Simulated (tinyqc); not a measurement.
bcc against fcc: Finnis-Sinclair potential for a bcc metal: fit to cohesion and elasticity, then vacancy, surfaces and structure. Computed by tinyqc, a small Python program. Command: `OMP_NUM_THREADS=1 python tinyqc.py 3110121 3110122 out.jsonl fsfit walk`. One thread of a shared host (Intel(R) Xeon(R) Processor @ 2.30GHz), about 0.01 s of CPU time with the checks.

E = (1/2) sum V(r) - A sqrt(rho), rho = sum phi(r), phi = (r - d)^2 for r < d, V = (r - c)^2 (c0 + c1 r + c2 r^2) for r < c. In bcc the 8 first neighbours lie at sqrt(3) a/2 and the 6 second at a; both cut-offs lie below the third shell; Omega = a^3/2; E is per atom and z the number of atoms in a shell. The four constants A, c0, c1, c2 are fitted to E_c, zero pressure, B and C12 - C44 alone, so C44 and C11 - C12 are not matched singly; defects are unrelaxed.

Inputs (values chosen for the exercise, modelled on molybdenum):
```
quantity,value,unit
lattice constant a,3.147,angstrom
cohesive energy E_c,6.83,eV
target C11,455,GPa
target C12,166,GPa
target C44,109,GPa
density cut-off d/a,1.31,-
pair cut-off c/a,1.042,-
```

Constants: 1 eV/angstrom^3 = 160.2176634 GPa.

Method:
- rho = sum z phi, rho1 = sum z r phi', rho2 = sum z r^2 phi''. At zero pressure the effective pair part V + 2 F' phi obeys C12 = C44, so C12 - C44 = F'' (rho1/3)^2/Omega with F'' = A/(4 rho^(3/2)); this gives A.
- With v_k = (r - c)^2 r^k the rows are (1/2) sum z v_k, (1/2) sum z r v_k' and (1/2) sum z r^2 v_k''. With rho1 = sum z r phi' and rho2 = sum z r^2 phi'' the right-hand sides are: -E_c + A sqrt(rho) (cohesion); A rho1/(2 sqrt(rho)) (zero pressure); 9 B Omega + A [rho2/(2 sqrt(rho)) - rho1^2/(4 rho^(3/2))] with B = (C11 + 2 C12)/3.
- Solve the three equations.
- E of each lattice against the volume per atom, as a multiple of Omega; all neighbours inside the cut-offs are summed.

c0, c1, c2 (eV/angstrom^2, eV/angstrom^3, eV/angstrom^4): [101.451, -77.333, 14.973]

A = 2.05660 eV/angstrom

Energies (eV/atom):
```
V/Omega,bcc,fcc,fcc less bcc (meV)
0.80,-6.1143,-6.6533,-539.01
0.84,-6.4236,-6.7067,-283.02
0.88,-6.6222,-6.6525,-30.37
0.92,-6.7437,-6.5397,204.01
0.96,-6.8093,-6.4037,405.59
1.00,-6.8300,-6.2696,560.38
1.05,-6.7976,-6.1300,667.67
1.10,-6.6949,-6.0388,656.07
1.20,-6.3390,-6.0113,327.76
```

The lowest fcc row, at V/Omega = 0.84, lies +123 meV from the bcc minimum: the fit keeps bcc stable, though nothing in it asked for that.

Extremes, crossings and ranges named in words are read from the listed rows.
